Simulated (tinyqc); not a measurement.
Inside a calculation. Model: straight dislocations in isotropic elasticity: fields, energies, partials, Peierls stress and walls. Computed by tinyqc, a small Python program that keeps every step. Command: `OMP_NUM_THREADS=1 python tinyqc.py 3016624 3016625 out.jsonl disloc walk`. One thread of a shared host (Intel(R) Xeon(R) Processor @ 2.30GHz), about 0.01 s of CPU time with the checks. Intermediate numbers are printed to about 6 digits and carried at full precision; extremes and crossings named in words are read from the listed rows.

The line runs along z, the glide plane is y = 0, and beta is the angle between b and the line (0 screw, 90 degrees edge): b_e = b sin(beta) along +x with the extra half plane at y > 0, b_s = b cos(beta). Stress is positive in tension.

Inputs (values chosen for the exercise, modelled on aluminium):
```
quantity                        value        unit
shear modulus G                  25.2         GPa
Poisson ratio nu                0.349           -
Burgers vector b                2.863    angstrom
stacking-fault energy gamma       130      mJ/m^2
dislocation density rho         3e+10       1/m^2
core radius r0/b                    1           -
misfit volume of a solute dV     -4.3  angstrom^3
temperature T                     350           K
unstable fault energy gamma_us    135      mJ/m^2
tilt angle theta                    2     degrees
source length l                   540          nm
```

Character: 30-degree.

field point (x, y) (nm): 3.3  -3.1

Constants: 1 eV/angstrom^3 = 160.2176634 GPa; k_B = 8.617333262e-05 eV/K.

## Line energy and line tension

Energy factor K = G [cos^2(beta) + sin^2(beta)/(1 - nu)]. E = K b^2/(4 pi) ln(R/r0) with R = 1/(2 sqrt(rho)); tension T = E + d^2E/d(beta)^2 = G b^2 [1 + nu - 3 nu sin^2(beta)]/(4 pi (1 - nu)) ln(R/r0). The core energy is taken into r0.

energy factor K = 28.5774 GPa

ln(R/r0) = 9.21860

line energy E = 10.7253 eV/nm

line tension T = 15.7956 eV/nm

stored energy rho E = 0.0515516 kJ/m^3

T/E = 1.47: bowing turns parts of the line towards the costlier edge character, so it is stiff.

## Stress at a point

With D = G b_e/(2 pi (1 - nu)), S = G b_s/(2 pi), r^2 = x^2 + y^2: s_xx = -D y (3x^2 + y^2)/r^4, s_yy = D y (x^2 - y^2)/r^4, s_xy = D x (x^2 - y^2)/r^4, s_zz = nu (s_xx + s_yy), s_xz = -S y/r^2, s_yz = S x/r^2. Pressure p = -trace/3.

stress (MPa):
```
         x        y        z
x  275.055    8.864  150.377
y    8.864   -8.327  160.078
z  150.377  160.078   93.088
```

pressure p = -119.939 MPa

The point lies below the glide plane, on the stretched side.

## Force on a second, equal dislocation at that point; binding of a solute

Peach-Koehler force per length on a parallel dislocation with the same b: in the glide plane F_x = s_xy b_e + s_yz b_s, normal to it F_y = -(s_xx b_e + s_xz b_s), which drives climb of the edge part or cross-slip of a screw. A solute with misfit volume dV has the energy p dV, and its dilute concentration is scaled by exp(-p dV/(k_B T)).

glide force F_x = 40.9593 mN/m

normal force F_y = -76.6590 mN/m

solute energy = 3.21898 meV

concentration ratio = 0.898770

Along x the second dislocation is repelled. The undersized solute is depleted here.

## Splitting into partials

Shockley partials have b_p = b/sqrt(3) at the angles beta -/+ 30 degrees; their repulsion balances the fault at d = G b_p^2/(8 pi gamma) (2 - nu)/(1 - nu) [1 - 2 nu cos(2 beta)/(2 - nu)].

partial Burgers vector b_p = 1.65295 angstrom

splitting width d = 0.421472 nm

d/b = 1.47213

Narrowly split: the cores nearly overlap. Caution: a splitting under two Burgers vectors is within the cores, where the elastic formula fails.

## Peierls-Nabarro core of the undissociated dislocation

Misfit energy gamma(u) = (gamma_us/2)(1 - cos(2 pi u/b)), so the largest restoring stress is tau_max = pi gamma_us/b; u(x) = b/2 + (b/pi) arctan(x/zeta), zeta = K b/(4 pi tau_max). Summing the misfit energy over atomic rows a' apart gives, for a wide core, W_P = (K b^2/pi) exp(-2 pi zeta/a') and sigma_P = (K b/a') exp(-2 pi zeta/a'); a' = b/2 for edge and 30-degree lines, b sqrt(3)/2 for screw and 60-degree lines.

tau_max = 1.48137 GPa

half width zeta = 4.39513 angstrom

row spacing a' = 1.4315 angstrom

Peierls barrier W_P = 1.94857e-05 meV/nm

Peierls stress sigma_P = 2.39311e-04 MPa

zeta/a' = 3.07 and sigma_P/G = 9.5e-9: the stress falls by a factor e for each a'/(2 pi) of half width. Caution: so small a Peierls stress means only that the model finds negligible lattice resistance; its value is not a prediction.

## Strength from dislocations

Frank-Read source, averaged over the loop: tau = G b/(2 pi l) [(1 - nu/2)/(1 - nu)] ln(l/r0). Taylor hardening: tau = 0.3 G b sqrt(rho).

Frank-Read stress = 20.3370 MPa

Taylor stress = 0.374890 MPa

Of the source, forest and Peierls stresses the largest here is the source stress.

## Low-angle tilt boundary

A symmetric tilt wall of edge dislocations has the spacing h = b/(2 sin(theta/2)); Read-Shockley: gamma_b = E0 theta (A - ln theta), E0 = G b/(4 pi (1 - nu)), A = 1 + ln(b/(2 pi r0)), theta in radians.

spacing h = 8.20231 nm

boundary energy = 77.4920 mJ/m^2

angle of the maximum, exp(A - 1) = 9.11891 degrees

## Character of the line

E = K b^2/(4 pi) ln(R/r0); T = G b^2 [1 + nu - 3 nu sin^2(beta)]/(4 pi (1 - nu)) ln(R/r0).

From screw to edge:
```
beta (degrees)  K (GPa)  E (eV/nm)  T (eV/nm)    d (nm)
0               25.2000     9.4578    19.5983  0.308497
15              26.1050     9.7974    18.5794  0.338768
30              28.5774    10.7253    15.7956  0.421472
45              31.9548    11.9929    11.9929  0.534447
60              35.3323    13.2605     8.1902  0.647422
75              37.8047    14.1884     5.4064  0.730126
90              38.7097    14.5280     4.3875  0.760398
```

The edge costs 1/(1 - nu) = 1.536 times the screw in energy, yet its tension is only (1 - 2 nu)/(1 + nu) = 0.224 of the screw value, so loops under stress are elongated along b. The edge splits 2.46 times as widely, (2 + nu)/(2 - 3 nu), since there the larger, edge parts of the partials repel with the factor 1/(1 - nu) and the small screw parts attract, while in the screw the roles are exchanged.

Checks made by the program: zero divergence of the stress field, by differences and relative to the size of its gradient (relative difference below 1e-10); splitting against the force between the two partials (relative difference below 1e-10).
